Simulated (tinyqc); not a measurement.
What each parameter of the potential does: deformation potentials from a strained empirical pseudopotential.

Diamond lattice, no spin-orbit coupling. Atomic form factor V(q) = a1 (q^2 - a2)/(a3 exp(a4 q^2) - 1) in rydberg with q in 1/bohr, for the unstrained cell. Under a strain e the reciprocal vectors and k go over into (1 + e)^(-1) G, the atoms sit at +/- tau with tau = (1 + e) a (1,1,1)/8 - zeta a (eyz, ezx, exy)/4, and H(G,G') = c |k + G|^2 delta + (V(q)/det(1 + e)) cos(q.tau), q = G - G', with the term q = 0 left out; c = hbar^2/2m0. The basis is fixed before straining: all G with |k + G|^2 up to 16 (2 pi/a)^2. k is given in units of 2 pi/a of the unstrained cell.

Constants: hbar^2/2m0 = 3.80998211 eV angstrom^2; Ry = 13.60569312 eV; a0 (Bohr radius) = 0.5291772105 angstrom.

Inputs chosen for the exercise (near those of Si; not measured data): a = 5.424 angstrom (lattice constant); a1 = 0.538; a2 = 2.182; a3 = 2.034; a4 = 0.491; kD = 0.82 2 pi/a (position of the Delta minimum).

Gaps from the valence top to level 8 at Gamma and level 5 at (kD,0,0) and L, and their deformation potentials [E(+h) - E(-h)]/(3 ln((1 + h)/(1 - h))) for e = +/- h 1, h = 0.002. The row for the lattice constant keeps V(q) without the volume factor, so it is not a strain. Each row changes one parameter from the base and keeps the others.

Results:

| case | Gamma (eV) | Delta (eV) | L (eV) | potential Gamma (eV) | potential Delta (eV) | potential L (eV) |
|---|---|---|---|---|---|---|
| base | 4.166 | 1.118 | 2.034 | -8.75 | 2.76 | -1.84 |
| a = 5.37 angstrom | 4.285 | 0.816 | 1.930 | -8.44 | 3.07 | -1.67 |
| a1 = 0.533 | 4.123 | 1.051 | 1.985 | -8.68 | 2.77 | -1.83 |
| a2 = 2.16 | 4.280 | 1.042 | 2.037 | -8.68 | 2.82 | -1.81 |
| a3 = 2.054 | 4.119 | 1.027 | 1.971 | -8.67 | 2.76 | -1.84 |
| a4 = 0.496 | 4.071 | 1.032 | 1.958 | -8.59 | 2.84 | -1.77 |

The largest shifts from the base row, up to three for each result and ties (the steps differ in size, so this ranks the rows, not the parameters). Gamma (eV): a +0.119, a2 +0.114, a4 -0.095. Delta (eV): a -0.302, a3 -0.091, a4 -0.087. L (eV): a -0.105, a4 -0.076, a3 -0.063. potential Gamma (eV): a +0.31, a4 +0.17, a3 +0.09. potential Delta (eV): a +0.30, a4 +0.08, a2 +0.05; unchanged at the printed digits by a3. potential L (eV): a +0.17, a4 +0.08, a2 +0.03; unchanged at the printed digits by a3.

(tinyqc, `OMP_NUM_THREADS=1 python tinyqc.py 1850671 1850672 out.jsonl`, Intel(R) Xeon(R) Processor @ 2.30GHz, 1 thread, shared host, about 0.2 s.)
